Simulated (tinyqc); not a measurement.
Kinetics of strain relaxation and threading dislocations in mismatched semiconductor layers: one step, computed by the program tinyqc. Command: `OMP_NUM_THREADS=1 python tinyqc.py 3028585 3028586 out.jsonl threading walk`. One thread of a shared host (Intel(R) Xeon(R) Processor @ 2.30GHz), about 0.01 s of CPU time with the checks.

60-degree dislocations on {111} planes of a (001) layer, isotropic elasticity. The Schmid factor is 1/sqrt(6), and a misfit segment relieves strain with b/2.

Question. Relaxation in the anneal. Excess resolved stress tau = (1/sqrt 6) [2 G (1 + nu)/(1 - nu)] (e - e_eq), e_eq = b (1 - nu/4) [ln(h/b) + 1]/(4 pi (1 + nu) h), the Matthews-Blakeslee strain of an uncapped layer; glide velocity v = v0 tau exp(-Q/(k_B T)), tau in MPa. Threads run in two directions, so de/dt = -(b/4) rho v, and they multiply as d rho/dt = delta rho v. With x = e - e_eq, x0 = f - e_eq (fully strained at t = 0) and v = m S x (m the mobility, S x = tau): rho = rho_0 + (4 delta/b)(x0 - x), so dx/dt = -k x (a - x), k = delta m S, a = x0 + b rho_0/(4 delta): a logistic law, x = a/[1 + (a/x0 - 1) exp(k a t)]. The half time is that at which x = x0/2.

Inputs (values chosen for the exercise, modelled on Ge on Si):

| quantity | value | unit |
|---|---|---|
| misfit f | 0.0413 | - |
| shear modulus G | 54.4 | GPa |
| Poisson ratio nu | 0.26 | - |
| Burgers vector b | 4 | angstrom |
| anneal temperature T | 662 | K |
| anneal time t | 24 | s |
| initial thread density rho_0 | 210000 | 1/cm^2 |
| multiplication constant delta | 40000 | 1/m |

Sources: multiplication.

mobility v/tau = 8.505939e-09 m/s per MPa

equilibrium strain e_eq = 0.005376195

Give: strain left e; share of the excess strain relieved; thread density; half time.

Answer.

strain left e = 0.0053763

share of the excess strain relieved = 100.000 %

thread density = 1.4372e+09 1/cm^2

half time = 9.5521 s

The layer has reached its equilibrium strain. The misfit lines laid down are 0.0056 micrometre apart. Caution: at stresses above about 1 GPa the linear velocity law understates glide, as stress lowers the kink barrier. Caution: at such misfit the layer islands and relaxes during the first nanometres, so a uniform strained start is an idealisation. Caution: blocking of threads by crossing misfit lines, left out here, leaves real layers with more strain.
